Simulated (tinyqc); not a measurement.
Oxide trap near a transistor channel: two-state multiphonon kinetics, telegraph noise and bias instability: one step, computed by the program tinyqc.

An n-channel device under positive gate bias. The trap is empty (state 1) or holds an electron (state 2); both states are parabolas of equal curvature, and the electron reservoir is taken at the Fermi level of the channel.

Task: Barriers and time constants. E_21 = E_t - e F x is the energy of state 2 over state 1; barriers E_c = (E_R + E_21)^2/(4 E_R), E_e = E_c - E_21; tau_c = exp(E_c/k_B T)/(k_0 P), tau_e = exp(E_e/k_B T)/(k_0 P), P the tunnelling factor; occupation f_2 = tau_e/(tau_c + tau_e); 1/tau_0 = 1/tau_c + 1/tau_e.

Inputs (values chosen for the exercise, with an insulator like SiO2 on silicon):
```
quantity                                value   unit
insulator constant eps_ox                3.83      -
trap depth x from the interface             1     nm
trap level above E_F at zero field E_t   0.73     eV
relaxation energy E_R                     1.3     eV
oxide field F                             6.8  MV/cm
attempt rate k_0 at the interface       5e+12    1/s
temperature T                             350      K
```

Parts treated: one trap.

tunnelling factor = 8.607890e-06

Constants: k_B = 8.617333262e-05 eV/K.

Give: E_21; capture barrier E_c; emission barrier E_e; capture time tau_c; emission time tau_e; occupation f_2; tau_0.

Result:

E_21 = 0.05 eV

capture barrier E_c = 0.3505 eV

emission barrier E_e = 0.3005 eV

capture time tau_c = 0.002587 s

emission time tau_e = 4.930e-04 s

occupation f_2 = 0.1601

tau_0 = 4.141e-04 s

The two times are within a factor 30 of each other, so the trap switches between both states and shows as telegraph noise. Caution: a field 1.5 times as high comes near the usual breakdown field of such an insulator.
